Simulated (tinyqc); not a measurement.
Spin coating of a resist or spin-on film: centrifugal thinning, evaporation and the final thickness (Emslie and Meyerhofer models): one step, computed by the program tinyqc.

A Newtonian film stays uniform over the wafer; solvent and solids have the same density and the concentration is uniform through the thickness.

Question. First explicit step of the full model. omega = 2 pi f/60; nu(c) = nu_s + k c^gamma; evaporation rate e = e0 sqrt(f/1000 rpm). Solids s and liquid l per area start at s = c0 h0, l = (1 - c0) h0. With h = h0 and c = c0: Q = K h^3, K = 2 omega^2/(3 nu); one Euler step of length dt = 0.01 h0/Q for s and l, ds/dt = -c Q, dl/dt = -(1 - c) Q - e.

Inputs (values chosen for the exercise, of the order of those of a polymer resist in an ester solvent): solids volume fraction c0 = 0.029; starting thickness h0 = 300 micrometre.

flow constant K = 0.02620816 1/(micrometre^2 s)

evaporation rate e = 0.3810512 micrometre/s

Give: Q; dt; s; l; Q/e at the start.

Answer.

Q = 7.0762e+05 micrometre/s

dt = 4.2396e-06 s

s = 8.613 micrometre

l = 288.39 micrometre

Q/e at the start = 1.8570e+06
